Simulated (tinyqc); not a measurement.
# Both saturation currents from two open-circuit voltages

Problem. Without shunt, at open circuit JL = J01 (exp(Voc/Vt) - 1) + J02 (exp(Voc/(2 Vt)) - 1). Find J01, J02 and the mean ideality (Voc2 - Voc1)/(Vt ln(JL2/JL1)).

Parameters, values chosen for the exercise: temperature T = 273 K.

Constants: q = 1.602176634e-19 C, kB = 1.380649e-23 J/K, Vt = kB T/q. Results are converted to the units shown.

photocurrents (mA/cm^2): 21.1  1.055
Voc (V): 1.1413731  1.0053819

Answer. The relation is linear in J01 and J02, so two light levels give two equations; series resistance plays no part at open circuit.

J01 = 1.900e-24 A/cm^2
J02 = 5.500e-13 A/cm^2
mean ideality = 1.930

Computed by the program tinyqc: `OMP_NUM_THREADS=1 python tinyqc.py 2280132 2280133 out.jsonl`, one thread of a shared Intel Xeon 2.30GHz, about 0.02 s for the whole run.
